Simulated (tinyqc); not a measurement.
Growth of a silicide layer between metal and silicon: linear-parabolic kinetics, ramp anneals and Kissinger analysis. Changing the temperature T. Computed by tinyqc, a small Python program. Command: `OMP_NUM_THREADS=1 python tinyqc.py 3026803 3026804 out.jsonl silicide sweep`. One thread of a shared host (Intel(R) Xeon(R) Processor @ 2.30GHz), about 0.09 s of CPU time with the checks.

One compound layer of thickness x grows by diffusion through itself and reaction at an interface, dx/dt = 1/(2x/K + 1/v), until the metal is used up at x = a h.

Inputs (values chosen for the exercise, modelled on NiSi):

| quantity | value | unit |
|---|---|---|
| metal thickness h | 50 | nm |
| silicide formed per metal thickness a | 2.2 | - |
| prefactor of the parabolic constant K | 1.2e+13 | nm^2/s |
| activation energy E of K | 1.62 | eV |
| prefactor of the interface velocity v | 1.8e+13 | nm/s |
| activation energy E_v | 1.78 | eV |
| time t | 300 | s |

Constants: k_B = 8.617333262e-05 eV/K.

Method:
- The silicide ends at the thickness a h.
- K = K0 exp(-E/(k_B T)), v = v0 exp(-E_v/(k_B T)).
- Temperatures in kelvin are T(C) + 273.15.
- x^2/K + x/v = t, so x = (K/(2v)) [sqrt(1 + 4 v^2 t/K) - 1], capped at a h; completion time t_c = (a h)^2/K + a h/v, a h being the final thickness; crossover thickness K/v.

One run for each value:

| temperature T (C) | completion time (s) | thickness at time t (nm) | crossover thickness (nm) |
|---|---|---|---|
| 295 | 2.7413e+05 | 0.84 | 17.506 |
| 315 | 8.7698e+04 | 2.59 | 15.665 |
| 335 | 3.0276e+04 | 6.55 | 14.120 |
| 355 | 1.1196e+04 | 13.67 | 12.812 |
| 375 | 4.4057e+03 | 24.91 | 11.695 |
| 395 | 1.8345e+03 | 41.54 | 10.734 |
| 415 | 8.0421e+02 | 65.37 | 9.901 |
| 435 | 3.6953e+02 | 98.68 | 9.175 |
| 455 | 1.7727e+02 | 110.00 | 8.537 |

Describe and explain the trends.

Over the rows, completion time (s) falls from 274000 to 177; thickness at time t (nm) rises from 0.837 to 110; crossover thickness (nm) falls from 17.5 to 8.54. The apparent activation energy of 1/t_c is 1.64 eV between the first rows and 1.63 eV between the last, between E and E_v.

Extremes, crossings and ranges named in words are read from the listed rows.
